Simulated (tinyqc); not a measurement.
# Input admittance of a MOSFET at zero drain bias: distributed channel and distributed gate: two studies

Source and drain grounded, strong inversion, w = 2 pi f, Cox = eps0 eox/tox. The channel is an RC line of resistance 1/(mu Cox Vo) per square fed from both ends, so one finger has the intrinsic admittance y = i w Cox L tanh(g)/g per width, g = (1/2) sqrt(i w tau), tau = L^2/(mu Vo). The vertical resistance rv/L is in series with y, the overlaps 2 i w Cov in parallel: y_t = 1/(1/y + rv/L) + 2 i w Cov. The gate strip is a line of Rsh/L per length loaded by y_t, so a finger has Y = y_t Wf tanh(k)/k, k = (Wf/sd) sqrt(y_t Rsh/L); the device has Nf Y.

Values chosen for this exercise; values of the order met in silicon radio-frequency transistors:

| symbol | value | unit | meaning |
|---|---|---|---|
| eox | 3.9 |  | relative permittivity of the gate insulator (close to silicon dioxide) |
| tox | 7.4 | nm | insulator thickness |
| L | 0.24 | um | channel length |
| Wf | 2.1 | um | finger width |
| Nf | 4 |  | number of fingers |
| mu | 150 | cm^2/(V s) | channel mobility |
| Vo | 0.65 | V | gate overdrive |
| Rsh | 36 | ohm/square | sheet resistance of the gate |
| rv | 4 | ohm um^2 | vertical resistivity of the gate stack |
| sd | 2 |  | number of ends at which a finger is contacted |
| Cov | 0.19 | fF/um | overlap and fringe capacitance on each side |
| f | 34 | GHz | frequency |

Constants: eps0 = 8.8541878128e-14 F/cm where lengths are in cm. Results are converted to the units shown.

Each table varies one quantity; the others keep the values above.

## Input impedance against frequency

Low-frequency limits, with c = Cox L and ct = c + 2 Cov: R_strip = Rsh Wf/(3 sd^2 L Nf), R_ch = (c/ct)^2 L/(12 mu Cox Vo Wf Nf), R_vert = (c/ct)^2 rv/(L Wf Nf), C = ct Wf Nf. Z = 1/(Nf Y) = R + 1/(i w C), Q = |Im Z|/R, far-point signal |1/cosh k|.

The same in every row: low-frequency R (ohm) = 36.84.

Input impedance against frequency:
```
f (GHz)    w tau      |k|  R (ohm)  C (fF)      Q  signal at the far point
0.3      0.01114  0.02162    36.84   12.60   1143                    1.000
0.8      0.02970  0.03531    36.84   12.60  428.6                    1.000
2        0.07424  0.05583    36.84   12.60  171.4                    1.000
4         0.1485  0.07895    36.84   12.60  85.72                    1.000
10        0.3712   0.1248    36.84   12.60  34.30                   0.9998
20        0.7424   0.1763    36.82   12.58  17.18                   0.9992
60         2.227   0.3025    36.60   12.45  5.822                   0.9930
100        3.712   0.3836    36.19   12.19  3.607                   0.9823
300        11.14   0.5802    31.95   10.05  1.652                   0.9247
```

Read the table: what changes, and by how much?

R falls from 36.8 to 31.9 ohm and C falls from 12.6 to 10.0 fF. Q goes as f^(-1.00) between the first two rows and f^(-0.71) between the last two, where w tau = 11.1 and |k| = 0.580. The low-frequency limits hold both R and C within 5 % up to f = 100 GHz among the rows.

## Effect of the channel length

Same model as above.

Effect of the channel length:
```
L (um)    w tau      |k|  R (ohm)  low-frequency R (ohm)  C (fF)      Q  signal at the far point
0.03    0.01972   0.3834    54.12                  54.12   4.366  19.81                   0.9981
0.058   0.07371   0.3084    30.76                  30.76   5.464  27.85                   0.9990
0.11     0.2651   0.2624    23.66                  23.67   7.501  26.37                   0.9991
0.22      1.060   0.2322    33.81                  33.86   11.78  11.75                   0.9980
0.42      3.865   0.2105    67.81                  68.80   19.06  3.622                   0.9943
0.8       14.02   0.1645    129.1                  146.2   26.38  1.375                   0.9921
1.6       56.09   0.1095    154.7                  317.2   24.35  1.243                   0.9963
3         197.2  0.08023    152.0                  620.7   24.36  1.264                   0.9980
```

What does the table show?

As L goes from 0.03 to 3, R moves up and down between 23.7 and 155 ohm, C moves up and down between 4.37 and 26.4 fF and Q moves up and down between 1.24 and 27.8.

Program tinyqc, `OMP_NUM_THREADS=1 python tinyqc.py 2262047 2262048 out.jsonl`; Intel Xeon 2.30GHz, shared host, one thread, about 0.01 s.
